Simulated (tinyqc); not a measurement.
Effective-mass impurity with a central-cell term, in a basis of Slater functions: one step, computed by the program tinyqc.

The envelope obeys H = -nabla^2 - (2/r) [Z + A exp(-kappa r)] in effective units, with kappa = a*/lambda; positive A deepens the well near the core.

Question. Matrices over the s basis. zeta_i = zeta_1 beta^(i-1), i = 1..n. For s functions exp(-zeta r), with s = zeta_i + zeta_j: S = 2/s^3, T = zeta_i zeta_j S, V = -2 Z/s^2, W = -2 A/(s + kappa)^2; each function is normalised by dividing by sqrt(S_ii S_jj).

Inputs (values chosen for the exercise, for a model semiconductor):
```
quantity                  value  unit
charge Z of the core          1     -
central-cell strength A     2.1     -
basis size n                  3     -
smallest exponent zeta_1   0.44  1/a*
ratio beta of exponents     2.8     -
```

Impurity: acceptor, one isotropic band.

kappa = 5.942908 1/a*

Give: exponents; overlap S; kinetic T; Coulomb V; central cell W.

Answer.

exponents (1/a*): 0.44  1.232  3.4496

overlap S:
```
       1      2      3
1  1.000  0.683  0.254
2  0.683  1.000  0.683
3  0.254  0.683  1.000
```

kinetic T (Ry*):
```
        1         2       3
1  0.1936    0.3703  0.3859
2  0.3703  1.517824   2.903
3  0.3859     2.903   11.90
```

Coulomb V (Ry*):
```
         1       2        3
1    -0.88  -1.142  -0.9888
2   -1.142  -2.464   -3.198
3  -0.9888  -3.198  -6.8992
```

central cell W (Ry*):
```
          1        2        3
1  -0.03074  -0.1156  -0.3249
2   -0.1156  -0.4445   -1.304
3   -0.3249   -1.304   -4.182
```
